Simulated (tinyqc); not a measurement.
Hubbard chain of 5 sites, step by step. Computed by tinyqc, a small Python program that keeps every step. Settings: hopping = 0.53, U = 9.9, mixing = 0.2, iteration cap = 72. Command: `OMP_NUM_THREADS=1 python tinyqc.py 24353 24354 out.jsonl` (the two numbers bound the seeds that draw the settings). One thread of a shared host (Intel(R) Xeon(R) Processor @ 2.60GHz), about 0.2 s of CPU time with the checks.

one-body matrix (hopping and site energies) (eV):
```
           1          2          3          4          5
1   0.000000  -0.530000   0.000000   0.000000   0.000000
2  -0.530000   0.000000  -0.530000   0.000000   0.000000
3   0.000000  -0.530000   0.000000  -0.530000   0.000000
4   0.000000   0.000000  -0.530000   0.000000  -0.530000
5   0.000000   0.000000   0.000000  -0.530000   0.000000
```

U = 9.900000 eV

electrons, up and down: 3  2

n(up) at the start (a guess, not normalised): 1 0.650000, 2 0.550000, 3 0.650000, 4 0.550000, 5 0.650000

n(down) at the start (a guess): 1 0.350000, 2 0.450000, 3 0.350000, 4 0.450000, 5 0.350000

Each step fills the lowest levels of T + U n(other spin) and sets n(new) = n + mixing (n(out) - n); stop when output and input agree to 1e-8.

Course of the cycle:
```
iteration       E (eV)  largest |n(out) - n(in)|  mean |n_up - n_down|
1           4.47028815                  3.39e-01              0.662873
2           1.60658011                  3.91e-01              0.854840
3           0.43176995                  3.61e-01              0.930999
4           0.04222889                  3.06e-01              0.959427
5          -0.10192673                  2.53e-01              0.971980
6          -0.16327220                  2.06e-01              0.978490
7          -0.19233393                  1.67e-01              0.982281
8          -0.20720583                  1.35e-01              0.984675
9          -0.21525233                  1.09e-01              0.986279
10         -0.21978768                  8.82e-02              0.987399
11         -0.22242329                  7.11e-02              0.988207
...                ...                       ...                   ...
62         -0.22650106                  1.04e-06              0.990842
63         -0.22650106                  8.36e-07              0.990842
64         -0.22650106                  6.72e-07              0.990842
65         -0.22650106                  5.40e-07              0.990842
66         -0.22650106                  4.34e-07              0.990842
67         -0.22650106                  3.49e-07              0.990842
68         -0.22650106                  2.81e-07              0.990842
69         -0.22650106                  2.25e-07              0.990842
70         -0.22650106                  1.81e-07              0.990842
71         -0.22650106                  1.46e-07              0.990842
72         -0.22650106                  1.17e-07              0.990842
```

Can the last value be used, and what does the course show?

Not by the stop rule, although the second column moves by less than 1e-07 over the last three steps. Not converged within 72 iterations: the residual falls steadily but slowly, by a factor of about 0.80 a step. The lowest mean-field energy found from random starts is -0.17040 eV. Reruns (cap 100 unless said): mixing 0.5: converged in 28 (E = -0.22650); mixing 0.9: converged in 11 (E = -0.22650); the original settings with a cap of 400: converged in 84 (E = -0.22650).
